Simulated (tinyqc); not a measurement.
Inside a calculation: carrier statistics of a doped semiconductor with parabolic bands. Values are carried at full precision from step to step, so a last printed digit may differ when a step is redone from the rounded ones.

Constants: kB = 8.617333262e-05 eV/K; hbar^2/2m0 = 3.80998211 eV angstrom^2.

Parameters, chosen for this exercise (near those of Ge; not measured data): Eg0 = 0.7443 eV (gap at 0 K); al = 0.000472 eV/K (Varshni alpha); be = 239 K (Varshni beta); T = 350 K; ml = 1.55 m0 (longitudinal electron mass); mt = 0.0809 m0 (transverse electron mass); Mv = 4 (equivalent valleys); mhh = 0.322 m0 (heavy-hole mass); mlh = 0.044 m0 (light-hole mass); ND = 3.5e+16 1/cm^3 (donors); NA = 6e+12 1/cm^3 (acceptors); ED = 0.0117 eV (donor level below Ec); EA = 0.0111 eV (acceptor level above Ev).

## Gap and thermal energy

Eg(T) = Eg0 - al T^2/(T + be) (Varshni).

Eg = 0.64613 eV
kT = 0.030161 eV

The gap has shrunk by 98.2 meV from 0 K and is 21.4 kT wide.

## Effective densities of states

m_de = Mv^(2/3) (ml mt^2)^(1/3); m_dh = (mhh^(3/2) + mlh^(3/2))^(2/3); N = 2 (m kB T/(4 pi c))^(3/2) with c = hbar^2/2m0, in 1/angstrom^3; times 1e24 for 1/cm^3.

m_de = 0.5455 m0
m_dh = 0.3328 m0
Nc = 1.2740e+19 1/cm^3
Nv = 6.0698e+18 1/cm^3

The light holes supply 4.8 % of Nv, and Nc/Nv = 2.1.

## Intrinsic density and level

With Boltzmann statistics ni = sqrt(Nc Nv) exp(-Eg/2kT) and Ei = Eg/2 + (kT/2) ln(Nv/Nc), counted from Ev.

ni = 1.96e+14 1/cm^3
Ei = 0.3119 eV

Ei lies 11.2 meV below midgap, towards the band with the smaller density of states.

## Neutrality by bisection

Energies are counted from Ev, so Ec = Eg. n = Nc F_1/2((EF - Eg)/kT), p = Nv F_1/2(-EF/kT), ND+ = ND/(1 + 2 exp((EF - Eg + ED)/kT)), NA- = NA/(1 + 4 exp((EA - EF)/kT)); neutrality asks p + ND+ = n + NA-. F_j(eta) = (1/Gamma(j + 1)) integral_0^infinity x^j dx/(1 + exp(x - eta)), which tends to exp(eta) for eta << 0.

Start from the bracket [-0.2 eV, Eg + 0.2 eV]; at the midpoint EF take the sign of p + ND+ - n - NA-; where it is positive EF must rise. Fourteen steps are shown.

Bisection (eV, 1/cm^3):
```
step       low     high       EF         n         p       ND+       NA-  sign
1     -0.20000  0.84613  0.32307  2.84e+14  1.35e+14  3.50e+16  6.00e+12     +
2      0.32307  0.84613  0.58460  1.59e+18  2.32e+10  2.53e+16  6.00e+12     -
3      0.32307  0.58460  0.45383  2.17e+16  1.77e+12  3.48e+16  6.00e+12     +
4      0.45383  0.58460  0.51922  1.89e+17  2.03e+11  3.35e+16  6.00e+12     -
5      0.45383  0.51922  0.48653  6.40e+16  5.99e+11  3.45e+16  6.00e+12     -
6      0.45383  0.48653  0.47018  3.72e+16  1.03e+12  3.47e+16  6.00e+12     -
7      0.45383  0.47018  0.46201  2.84e+16  1.35e+12  3.48e+16  6.00e+12     +
8      0.46201  0.47018  0.46609  3.25e+16  1.18e+12  3.47e+16  6.00e+12     +
9      0.46609  0.47018  0.46814  3.48e+16  1.10e+12  3.47e+16  6.00e+12     -
10     0.46609  0.46814  0.46711  3.37e+16  1.14e+12  3.47e+16  6.00e+12     +
11     0.46711  0.46814  0.46763  3.42e+16  1.12e+12  3.47e+16  6.00e+12     +
12     0.46763  0.46814  0.46788  3.45e+16  1.11e+12  3.47e+16  6.00e+12     +
13     0.46788  0.46814  0.46801  3.47e+16  1.11e+12  3.47e+16  6.00e+12     +
14     0.46801  0.46814  0.46807  3.47e+16  1.10e+12  3.47e+16  6.00e+12     -
```

Each step halves the bracket, which is 0.128 meV wide at the last row.

## The neutral state

Solve the neutrality condition for EF to convergence.

EF = 0.4681 eV
n = 3.47e+16 1/cm^3
p = 1.11e+12 1/cm^3
ND+ = 3.47e+16 1/cm^3
NA- = 6.00e+12 1/cm^3

The material is n-type; 99.2 % of the donors are ionised. EF lies 5.90 kT inside the gap from the conduction edge, so Boltzmann statistics would serve; n p/(Nc Nv exp(-Eg/kT)) = 0.999.

## Checks

- F_1/2(1) by the trapezoid rule against adaptive quadrature: both 1.575641.
- Positive against negative charge at the solution (1/cm^3): both 3.47219e+16.

Program tinyqc; command `OMP_NUM_THREADS=1 python tinyqc.py 1652436 1652437 out.jsonl`; about 0.01 s on one thread of a shared Intel(R) Xeon(R) Processor @ 2.30GHz.
